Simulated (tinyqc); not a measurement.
Inside a calculation. Method: CIS and TDHF on RHF in the sto-3g basis, frozen core, for BeH2, spin multiplicity 1. One step of it, computed by the program tinyqc.

Task: CIS matrix, singlets. A(ia,jb) = (e_a - e_i) d_ij d_ab + 2 (ia|jb) - (ij|ab).

orbital energies (hartree): [-4.517152, -0.472550, -0.438788, 0.207861, 0.209257, 0.505590, 1.057322]

Two-electron integrals over orbitals (pq|rs), unique and non-zero (hartree); the lowest 1 orbital is frozen and left out:
```
(22|22) 0.408737    (32|32) 0.165839    (33|22) 0.422021    (33|33) 0.444888
(42|22) 0.006193    (42|33) 0.005411    (42|42) 0.050407    (43|32) 0.005186
(43|43) 0.015793    (44|22) 0.375048    (44|33) 0.364174    (44|42) -0.011627
(44|44) 0.451005    (52|52) 0.050508    (53|53) 0.015529    (54|52) -0.004379
(54|54) 0.024609    (55|22) 0.375741    (55|33) 0.364442    (55|42) -0.002985
(55|44) 0.401225    (55|55) 0.449859    (62|22) -0.028812   (62|33) -0.051317
(62|42) -0.000875   (62|44) 0.044472    (62|55) 0.045569    (62|62) 0.075905
(63|32) -0.096336   (63|43) -0.004220   (63|63) 0.082891    (64|22) 0.002659
(64|33) -0.000585   (64|42) 0.046091    (64|44) -0.003863   (64|55) 0.002267
(64|62) 0.009235    (64|64) 0.049520    (65|52) 0.047461    (65|54) -0.003164
(65|65) 0.050835    (66|22) 0.405838    (66|33) 0.416290    (66|42) 0.013070
(66|44) 0.370766    (66|55) 0.372585    (66|62) -0.037655   (66|64) 0.008533
(66|66) 0.420813    (72|32) -0.046809   (72|43) -0.005637   (72|63) 0.060849
(72|72) 0.056479    (73|22) -0.009870   (73|33) -0.024418   (73|42) -0.008380
(73|44) 0.054025    (73|55) 0.053798    (73|62) 0.070463    (73|64) 0.002427
(73|66) -0.030671   (73|73) 0.080705    (74|32) -0.014309   (74|43) 0.013515
(74|63) 0.008204    (74|72) 0.001904    (74|74) 0.017700    (75|53) 0.013874
(75|75) 0.016254    (76|32) 0.142833    (76|43) 0.006049    (76|63) -0.096984
(76|72) -0.059270   (76|74) -0.012305   (76|76) 0.140985    (77|22) 0.438911
(77|33) 0.458387    (77|42) 0.000915    (77|44) 0.396345    (77|55) 0.395757
(77|62) -0.044917   (77|64) -0.004132   (77|66) 0.444915    (77|73) -0.018632
(77|77) 0.501779
```

Give: CIS matrix A, singlet.

Result:

CIS matrix A, singlet (hartree), order 2>4, 2>5, 2>6, 2>7, 3>4, 3>5, 3>6, 3>7:
```
[[0.406, 0.000, -0.004, 0.000, 0.000, 0.000, 0.000, -0.002],
 [0.000, 0.407, 0.000, 0.000, 0.000, 0.000, 0.000, 0.000],
 [-0.004, 0.000, 0.724, 0.000, 0.000, 0.000, 0.000, -0.002],
 [0.000, 0.000, 0.000, 1.204, 0.003, 0.000, -0.021, 0.000],
 [0.000, 0.000, 0.000, 0.003, 0.314, 0.000, -0.008, 0.000],
 [0.000, 0.000, 0.000, 0.000, 0.000, 0.315, 0.000, 0.000],
 [0.000, 0.000, 0.000, -0.021, -0.008, 0.000, 0.694, 0.000],
 [-0.002, 0.000, -0.002, 0.000, 0.000, 0.000, 0.000, 1.199]]
```
